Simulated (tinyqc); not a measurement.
# Classical Heisenberg spin chain: exact results, Metropolis, heat-bath and over-relaxation steps, and a Monte Carlo run, step by step

A worked calculation. Computed by tinyqc, a small Python program that keeps every step. Command: `OMP_NUM_THREADS=1 python tinyqc.py 3130324 3130325 out.jsonl heismc walk`. One thread of a shared host (Intel(R) Xeon(R) Processor @ 2.30GHz), about 0.2 s of CPU time with the checks. Intermediate numbers are printed to about 6 digits and carried at full precision; extremes and crossings named in words are read from the listed rows.

E = -J sum_i s_i . s_(i+1) for unit vectors s_i on an open chain; K = J/(k_B T).

Inputs (values chosen for the exercise, for a model chain of large moments):

| quantity | value | unit |
|---|---|---|
| coupling J | 12 | meV |
| temperature T | 29.4 | K |
| moment mu | 5.5 | mu_B |
| length N of the open chain | 8 | - |
| seed | 244361 | - |

Update: Metropolis.

Constants: k_B = 8.617333262e-05 eV/K; mu_B = 5.7883818060e-05 eV/T.

## Exact results

Each bond angle is independent, so u = <s_i . s_(i+1)> = coth K - 1/K, <s_i . s_(i+n)> = u^n, correlation length xi = -1/ln|u|, energy per bond -J u, heat capacity per bond c/k_B = 1 - K^2/sinh^2 K, and for the long chain chi = mu^2 (1 + u)/(3 k_B T (1 - u)) per spin.

K = 4.73654

u = 0.789029

xi = 4.22026 sites

energy per bond = -9.46835 meV

heat capacity = 0.993098 k_B/bond

chi over the Curie value = 8.47998

chi = 1.95360 mu_B/T per spin

For |K| >> 1, |u| = 1 - 1/|K| and xi = |K| - 1/2 = 4.24: the chain orders only at T = 0, and c tends to k_B, not to zero, a failure of classical spins.

## Finite chain

For N spins, <|sum s|^2>/N = (1 + u)/(1 - u) - 2 u (1 - u^N)/(N (1 - u)^2); the long chain has (1 + u)/(1 - u), chi over the Curie value, and the difference is relative to it.

<|sum s|^2>/N = 4.71388

difference from the long chain = -44.4116 %

## Four single-spin steps

four neighbouring spins (rows; components x, y, z):
```
         1        2       3
1   0.2012  -0.8667  0.4564
2  -0.9986   0.0319  0.0413
3   0.2938   0.9423  0.1603
4   0.5184  -0.2806  0.8078
```

random numbers, one row a step:
```
        1       2       3
1  0.0338  0.1824  0.6512
2  0.4123  0.1412  0.9760
3  0.3279  0.8655  0.1549
4  0.0055  0.5334  0.4308
```

The given spins are first normalised. Spins 2 and 3 are updated in turn, with h = K (sum of the two neighbours). Trial spin with z = 2 r1 - 1 and azimuth 2 pi r2; it is accepted if r3 < min(1, exp(h . s_trial - h . s_old)).

Steps:

| spin | \|h\| | h . s before | h . s trial | acceptance | accepted | x | y | z |
|---|---|---|---|---|---|---|---|---|
| 2 | 3.76277 | -2.20938 | -2.25649 | 0.95399 | yes | 0.148940 | 0.329313 | -0.9324 |
| 3 | 3.22376 | 1.05151 | 2.24508 | 1.00000 | yes | 0.621805 | 0.763278 | -0.1754 |
| 2 | 4.14823 | -0.82179 | 2.31500 | 1.00000 | yes | 0.623113 | -0.702322 | -0.3442 |
| 3 | 7.46526 | -0.57672 | -2.81042 | 0.10713 | no | 0.621805 | 0.763278 | -0.1754 |

## A run and its error bars

From the ordered state (alternating for J < 0), with trial spins uniform on the sphere, 200 sweeps are discarded and 1600 recorded (even and odd sites in turn; random numbers not printed, so these rows are one sample). Errors are the scatter of block means over sqrt(number of blocks).

Blocking:

| block length | mean bond product | error | <\|sum s\|^2>/N | error |
|---|---|---|---|---|
| 1 | 0.793986 | 0.00187635 | 4.87068 | 0.032449 |
| 4 | 0.793986 | 0.00338373 | 4.87068 | 0.060653 |
| 16 | 0.793986 | 0.00541495 | 4.87068 | 0.104402 |
| 40 | 0.793986 | 0.00649010 | 4.87068 | 0.139461 |
| 80 | 0.793986 | 0.00710248 | 4.87068 | 0.157393 |

With blocks of 40 the bond product is 0.8 error bars from the exact u = 0.7890, and <|sum s|^2>/N is 1.1 from the exact 4.714. Blocking to 40 changes the two errors by factors 3.5 and 4.3, because successive sweeps are correlated. 14 % of the trial spins are accepted.

Checks made by the program: c against a difference of the energy (relative difference 5e-09).
